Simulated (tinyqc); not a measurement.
Penn model of the dielectric constant and Phillips ionicity: one step. Penn gap from the dielectric constant.

n = 32/a^3; Ep^2 = 8 pi c e2 n with c = hbar^2/2m0, e2 = e^2/(4 pi eps0); EF = c (3 pi^2 n)^(2/3); eps = 1 + (Ep/Eg)^2 S with S = 1 - Eg/(4 EF) + (Eg/(4 EF))^2/3, Eg the Penn gap. Core d shells are left out.

Inputs chosen for the exercise (out of a larger set: near those of Ge; not measured data): ei = 15.86 (high-frequency dielectric constant).

Ep = 15.49661 eV
EF = 11.37215 eV

Task: Start with S = 1 and repeat Eg = Ep sqrt(S/(ei - 1)) until Eg changes by less than 1e-6 eV.

Give: Iterations; Penn gap Eg.

Result:

Iterations:
```
step,Eg in (eV),S,Eg out (eV)
1,4.0200,0.9142,3.8437
2,3.8437,0.9179,3.8514
3,3.8514,0.9177,3.8511
4,3.8511,0.9177,3.8511
5,3.8511,0.9177,3.8511
```

Penn gap Eg = 3.851 eV

The factor S lowers the gap by 0.169 eV from the first estimate. The Penn gap is a mean bonding-antibonding separation, near the main peak of eps2, not the smallest gap.

(tinyqc, `OMP_NUM_THREADS=1 python tinyqc.py 1651518 1651519 out.jsonl`, Intel(R) Xeon(R) Processor @ 2.30GHz, 1 thread, shared host, about 0.01 s.)
